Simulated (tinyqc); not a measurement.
## Strained alloy layer of InAs and GaAs on (001) InP, model-solid band line-up: transition against well width

The layer is x parts of the first compound and 1 - x of the second, grown coherently on the third as substrate and barrier. Rows of the table: lattice constant a, average valence level Ea on an absolute scale, spin-orbit splitting so, gaps at Gamma, X and L, hydrostatic deformation potentials av and ac (Gamma), shear potential b, elastic constants, electron and heavy-hole (along z) masses. All are interpolated linearly in x; gaps get -C x (1 - x), taken wholly in the conduction band; real line-ups can differ from this model by 0.1 eV or more.

In-plane strain e = (a_substrate - a)/a, e_z = -2 (c12/c11) e, volume change 2 e + e_z. With v = 2 e + e_z and d = 2 b (e_z - e): Eav = Ea + av v; E_hh = Eav + so/3 - d/2; E_lh = Eav - so/6 + d/4 + sqrt(so^2 + so d + 9 d^2/4)/2; E_c = Ea + so/3 + EG + ac v (Gamma). Substrate: E_v = Ea + so/3, E_c = E_v + EG. Well depths: dEc = E_c(substrate) - E_c, dEhh = E_hh - E_v(substrate), dElh likewise; strained Gamma gap E_c - max(E_hh, E_lh); positive values confine carriers in the layer. Lowest level of a finite well of width Lw and depth V: kw Lw/2 = arctan(sqrt((mw/mb)(V - E)/E)), kw = sqrt(mw E/C), C = hbar^2/(2 m0), for electrons (dEc) and heavy holes (dEhh), mb from the substrate; transition E_c - E_hh + both levels, without exciton binding; wavelength h c/E.

Parameters, values chosen for the exercise:
```
symbol  value  unit                                      meaning
x        0.36        fraction of the first compound in the layer
CG      0.477    eV                      bowing of the Gamma gap
CX        1.4    eV                          bowing of the X gap
CL       0.33    eV                          bowing of the L gap
```

Constants: q = 1.602176634e-19 C, hbar = 1.054571817e-34 J s, h = 6.62607015e-34 J s, m0 = 9.1093837015e-31 kg, c = 299792458 m/s, hbar^2/(2 m0) = 0.0380998212 eV nm^2. Results are converted to the units shown.

Binary compounds, values chosen for the exercise:
```
,close to InAs,close to GaAs,close to InP
a (angstrom),6.058,5.653,5.869
Ea (eV),-6.67,-6.92,-7.04
so (eV),0.381,0.336,0.109
EG (eV),0.351,1.41,1.35
EX (eV),1.36,1.91,2.2
EL (eV),1.07,1.7,1.95
av (eV),1,1.17,1.27
ac (eV),-5.11,-7.12,-4.97
b (eV),-1.8,-1.71,-1.72
c11 (GPa),84.5,118,100
c12 (GPa),44.7,54.1,56
me (m0),0.0231,0.0679,0.0801
mh (m0),0.333,0.355,0.527
```

Transition against well width:
```
Lw (nm),electron level (meV),heavy-hole level (meV),transition energy (eV),wavelength (nm)
1.5,179.1,111.9,1.156,1072
2.1,155.1,79.18,1.100,1127
3,124.3,51.36,1.041,1191
4.3,92.03,31.22,0.9887,1254
6.1,63.99,18.32,0.9477,1308
8.7,41.42,10.23,0.9171,1352
12,26.55,5.866,0.8978,1381
18,14.30,2.823,0.8825,1405
25,8.324,1.532,0.8753,1417
```

What does the comparison show?

The wavelength rises from 1072 to 1417 nm, towards 1433 nm for E_c - E_hh alone. The electron level goes as Lw^(-0.43) in the thinnest wells, where it reaches 81.1 % of the depth dEc = 221 meV, and as Lw^(-1.65) in the widest. One monolayer (a/2) more shifts the transition by about -14 meV at Lw = 3 nm. For Lw = 8.7, 12, 18, 25 the layer exceeds hc = 7.25 nm, the single-layer Matthews-Blakeslee thickness for this strain (a capped well tolerates about twice as much). For Lw = 1.5, 2.1 the electron level exceeds 150 meV, where non-parabolicity lowers it.

Program tinyqc, `OMP_NUM_THREADS=1 python tinyqc.py 2690076 2690077 out.jsonl`; Intel Xeon 2.30GHz, shared host, one thread, about 0.01 s.
